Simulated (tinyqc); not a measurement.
Two-band massive Dirac model of the K valleys: one step. The curvature from a plaquette. Four cases, with inputs chosen for the exercise.

Problem. Corners counter-clockwise around k, from (-h/2, -h/2); upper eigenvector u with its first component real and positive; Omega = -(sum of arg <u_j|u_(j+1)>)/h^2.

Basis (conduction, valence): H = [[D/2, a t (tau kx - i ky)], [a t (tau kx + i ky), -D/2 + lam tau sz]], valley tau = +/-1, spin sz = +/-1. The gap of a spin and valley is G = D - lam tau sz. Berry curvature Omega = curl of i<u|grad u>; for the conduction band Omega_c = -tau 2 a^2 t^2 G/(G^2 + 4 a^2 t^2 k^2)^(3/2), and Omega_v = -Omega_c.

Give: Corners; Omega_c from the plaquette.

Case 1.

Values chosen (near those used for monolayer WS2; the results hold for these values, not for the real material):
- a = 3.202 angstrom (lattice constant)
- D = 1.86 eV (gap parameter)
- t = 1.33 eV (effective hopping)
- lam = 0.225 eV (half the valence spin splitting)
- tau = 1 (valley)
- sz = -1 (spin)
- k = (0.049, 0.116) 1/angstrom (wave vector from the valley)
- h = 0.01 1/angstrom (side of the plaquette)

Solution.

Corners:
```
j,kx,ky,u_c,u_v,arg <u_j|u_j+1> (rad)
1,0.0440,0.1110,0.97437,0.08290+0.20913i,-0.003921
2,0.0540,0.1110,0.97286,0.10123+0.20809i,0.001876
3,0.0540,0.1210,0.96939,0.10006+0.22421i,0.004176
4,0.0440,0.1210,0.97084,0.08193+0.22531i,-0.001544
```

Omega_c from the plaquette = -5.866 angstrom^2

The formula at the centre gives -5.867; the plaquette averages over its area.

Case 2.

Values chosen (near those used for monolayer WSe2; the results hold for these values, not for the real material):
- a = 3.317 angstrom (lattice constant)
- D = 1.56 eV (gap parameter)
- t = 1.21 eV (effective hopping)
- lam = 0.211 eV (half the valence spin splitting)
- tau = -1 (valley)
- sz = 1 (spin)
- k = (0.003, 0.07) 1/angstrom (wave vector from the valley)
- h = 0.02 1/angstrom (side of the plaquette)

Solution.

Corners:
```
j,kx,ky,u_c,u_v,arg <u_j|u_j+1> (rad)
1,-0.0070,0.0600,0.99109,0.01544+0.13233i,0.005838
2,0.0130,0.0600,0.99081,-0.02865+0.13221i,-0.001239
3,0.0130,0.0800,0.98455,-0.02809+0.17285i,-0.007483
4,-0.0070,0.0800,0.98481,0.01514+0.17300i,-0.000668
```

Omega_c from the plaquette = 8.881 angstrom^2

The formula at the centre gives 8.893; the plaquette averages over its area.

Case 3.

Values chosen (near those used for monolayer MoSe2; the results hold for these values, not for the real material):
- a = 3.308 angstrom (lattice constant)
- D = 1.51 eV (gap parameter)
- t = 0.92 eV (effective hopping)
- lam = 0.083 eV (half the valence spin splitting)
- tau = -1 (valley)
- sz = 1 (spin)
- k = (0.079, 0.076) 1/angstrom (wave vector from the valley)
- h = 0.02 1/angstrom (side of the plaquette)

Solution.

Corners:
```
j,kx,ky,u_c,u_v,arg <u_j|u_j+1> (rad)
1,0.0690,0.0660,0.98474,-0.12576+0.12029i,0.004321
2,0.0890,0.0660,0.98002,-0.15977+0.11848i,-0.005659
3,0.0890,0.0860,0.97571,-0.15754+0.15223i,-0.005472
4,0.0690,0.0860,0.98019,-0.12394+0.15447i,0.004520
```

Omega_c from the plaquette = 5.724 angstrom^2

The formula at the centre gives 5.728; the plaquette averages over its area.

Case 4.

Values chosen (near those used for monolayer WS2; the results hold for these values, not for the real material):
- a = 3.188 angstrom (lattice constant)
- D = 1.65 eV (gap parameter)
- t = 1.34 eV (effective hopping)
- lam = 0.189 eV (half the valence spin splitting)
- tau = 1 (valley)
- sz = 1 (spin)
- k = (0.107, 0.036) 1/angstrom (wave vector from the valley)
- h = 0.01 1/angstrom (side of the plaquette)

Solution.

Corners:
```
j,kx,ky,u_c,u_v,arg <u_j|u_j+1> (rad)
1,0.1020,0.0310,0.96140,0.26325+0.08001i,-0.002025
2,0.1120,0.0310,0.95579,0.28338+0.07844i,0.007126
3,0.1120,0.0410,0.95399,0.28156+0.10307i,0.002643
4,0.1020,0.0410,0.95947,0.26147+0.10510i,-0.006750
```

Omega_c from the plaquette = -9.937 angstrom^2

The formula at the centre gives -9.938; the plaquette averages over its area.

Computed by tinyqc, one run a case: `OMP_NUM_THREADS=1 python tinyqc.py N N+1 out.jsonl` with N = 1451576, 1451702, 1451718, 1451905; one thread of a shared Intel(R) Xeon(R) Processor @ 2.30GHz, about 0.01 s a run at most.
